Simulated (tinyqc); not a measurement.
Strain-driven roughening and islands of a mismatched epitaxial film: one step, computed by the program tinyqc. Command: `OMP_NUM_THREADS=1 python tinyqc.py 3007184 3007185 out.jsonl island walk`. One thread of a shared host (Intel(R) Xeon(R) Processor @ 2.30GHz), about 0.01 s of CPU time with the checks.

Film and substrate share isotropic elastic constants; the film is coherent and biaxially strained.

Question. A ripple of given wavelength. A ripple A cos(k x) has the surface chemical potential per volume [gamma k^2 - 2 (1 + nu) w k] A cos(k x), so k_c = 2 (1 + nu) w/gamma. With surface diffusion the amplitude grows at the rate q = B k^2 [2 (1 + nu) w k - gamma k^2], fastest at k_m = (3/4) k_c. B is the surface mobility. Stress at the trough = stress x (1 + 2 k A).

Inputs (values chosen for the exercise, modelled on Si(0.5)Ge(0.5) on Si):
```
quantity,value,unit
Poisson ratio nu,0.26,-
surface energy gamma,1.15,J/m^2
surface mobility D_s nu_s Omega^2/(k_B T),1.1e-34,m^6/(J s)
initial ripple amplitude A0,0.054,nm
ripple wavelength over the critical one,0.97,-
```

Transport: surface diffusion.

k_c = 0.1807949 1/nm

energy density w = 82.50562 MJ/m^3

growth time 1/q at k_m = 70.15212 s

Give: k; rate q; q over the largest rate; stress concentration at A0.

Answer.

k = 0.1864 1/nm

rate q = -0.004580 1/s

q over the largest rate = -0.3213

stress concentration at A0 = 1.020

The ripple is shorter than critical and decays.
